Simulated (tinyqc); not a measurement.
# Free and trapped electrons in a MOS channel with a dense trap tail: what changes with what

p-type body, charge-sheet picture, full ionisation (an idealisation for deep acceptors), Boltzmann statistics for free electrons. e = Ec - EF at the surface. Acceptor-like traps of density D(E) = D0 + De exp(-E/Ew) at depth E below Ec, from 0 to Eu, hold n_t = integral of D(E)/(1 + exp((e - E)/Vt)). psi = Eg - Vt ln(Nv/Na) - e; N_dep = sqrt(2 eps0 eps_r Na (psi - Vt)/q); n_f = sqrt(N_dep^2 + 2 eps0 eps_r Vt Nc exp(-e/Vt)/q) - N_dep; Vg = Vfb + psi + q (N_dep + n_t + n_f)/Cox, Cox = eps0 eox/tox.

Values chosen for this exercise; band and dielectric values close to those of gallium nitride:
- T = 475 K (temperature)
- Eg = 3.44 eV (band gap)
- eps_r = 9.41 (relative permittivity)
- Nc = 4.56e18 cm^-3 (conduction-band density of states at T)
- Nv = 9.14e19 cm^-3 (valence-band density of states at T)
- eox = 3.9 (relative permittivity of the insulator)
- tox = 45 nm (insulator thickness)
- Na = 2e17 cm^-3 (acceptor density)
- Vfb = -2.13 V (flat-band voltage without trapped charge)
- D0 = 2.1e10 cm^-2 eV^-1 (constant background density of acceptor-like traps)
- De = 1.4e13 cm^-2 eV^-1 (density of the tail at the conduction edge)
- Ew = 0.1 eV (decay energy of the tail)
- Eu = 0.93 eV (depth below Ec down to which the traps reach)
- mf = 92 cm^2/(V s) (mobility of free electrons)

Constants: q = 1.602176634e-19 C, kB = 1.380649e-23 J/K, Vt = kB T/q, eps0 = 8.8541878128e-14 F/cm where lengths are in cm. Results are converted to the units shown.

Each table varies one quantity; the others keep the values above.

## Free and trapped charge against gate voltage

Free share n_f/(n_f + n_t); swing ln 10 n_f/(dn_f/dVg); field-effect mobility mf q (dn_f/dVg)/Cox, for a constant mf; oxide field q (N_dep + n_t + n_f)/(eps0 eox).

Free and trapped charge against gate voltage:

| Vg (V) | e (eV) | n_f (cm^-2) | n_t (cm^-2) | free share (%) | swing (mV/decade) | field-effect mobility (cm^2/(V s)) | oxide field (MV/cm) |
|---|---|---|---|---|---|---|---|
| 5.4 | 0.5480 | 6.398e5 | 1.571e10 | 0.004072 | 203.4 | 0.001391 | 1.086 |
| 6.5 | 0.2123 | 2.195e9 | 2.340e11 | 0.9291 | 612.0 | 1.586 | 1.256 |
| 7.6 | 0.09947 | 3.370e10 | 6.283e11 | 5.091 | 1336 | 11.15 | 1.476 |
| 8.7 | 0.03557 | 1.552e11 | 9.767e11 | 13.72 | 2041 | 33.64 | 1.706 |
| 9.8 | -0.008498 | 4.301e11 | 1.190e12 | 26.55 | 3108 | 61.20 | 1.940 |
| 10.9 | -0.03849 | 8.312e11 | 1.289e12 | 39.21 | 4789 | 76.77 | 2.178 |
| 12 | -0.05971 | 1.292e12 | 1.336e12 | 49.18 | 6853 | 83.42 | 2.418 |
| 13.1 | -0.07586 | 1.780e12 | 1.361e12 | 56.67 | 9103 | 86.49 | 2.659 |
| 14.2 | -0.08890 | 2.280e12 | 1.376e12 | 62.37 | 1.145e4 | 88.10 | 2.900 |

Read the table: what changes, and by how much?

n_f reaches 1e11 cm^-2 at Vg = 8.33 V, against 6.51 V without traps. The free share rises from 0.00407 to 62.4 % and the field-effect mobility rises from 0.00139 to 88.1 cm^2/(V s), although mf = 92 is constant: in the last row 95.8 % of Cox dVg goes into free electrons. The swing in the first row is 203 mV a decade (Vt ln 10 = 94.3). For Vg = 8.7, 9.8, 10.9, 12, 13.1, 14.2 EF lies less than 2 Vt below the band edge, or above it, where degeneracy and confinement, left out, matter.

## Effect of the density of the tail at the conduction edge

VT is the Vg for n_f = 1e11 cm^-2; swing ln 10 n_f/(dn_f/dVg) at n_f = 1e8 cm^-2; the last three columns are for Vg = VT + 3.6 V, with free share n_f/(n_f + n_t) and field-effect mobility mf q (dn_f/dVg)/Cox; there EF is near the band edge, where Boltzmann statistics are rough.

Effect of the density of the tail at the conduction edge:

| De (cm^-2 eV^-1) | e at VT (eV) | VT (V) | q n_t/Cox at VT (V) | swing (mV/decade) | n_f (cm^-2) | free share (%) | field-effect mobility (cm^2/(V s)) |
|---|---|---|---|---|---|---|---|
| 1e12 | 0.05412 | 6.676 | 0.1655 | 193.7 | 1.676e12 | 93.58 | 89.32 |
| 2e12 | 0.05412 | 6.804 | 0.2931 | 202.5 | 1.643e12 | 88.66 | 88.99 |
| 5e12 | 0.05412 | 7.187 | 0.6757 | 228.9 | 1.544e12 | 75.74 | 87.89 |
| 1e13 | 0.05412 | 7.824 | 1.313 | 273.0 | 1.386e12 | 58.97 | 85.56 |
| 2e13 | 0.05412 | 9.100 | 2.589 | 361.1 | 1.093e12 | 36.81 | 78.50 |
| 4e13 | 0.05412 | 11.65 | 5.140 | 537.4 | 6.564e11 | 15.58 | 54.66 |
| 9e13 | 0.05412 | 18.03 | 11.52 | 977.9 | 2.812e11 | 3.851 | 15.73 |
| 2e14 | 0.05412 | 32.06 | 25.55 | 1947 | 1.635e11 | 1.164 | 4.318 |

Read the table: what changes, and by how much?

As De goes from 1e12 to 2e14, VT rises from 6.68 to 32.1 V, its part due to traps rises from 0.166 to 25.5 V, the swing rises from 194 to 1950 mV/decade and the field-effect mobility falls from 89.3 to 4.32 cm^2/(V s). In every row e is under 2 Vt already at VT, so VT too is rough.

tinyqc, about 0.02 s, one thread, Intel Xeon 2.30GHz (shared host): `OMP_NUM_THREADS=1 python tinyqc.py 2222129 2222130 out.jsonl`
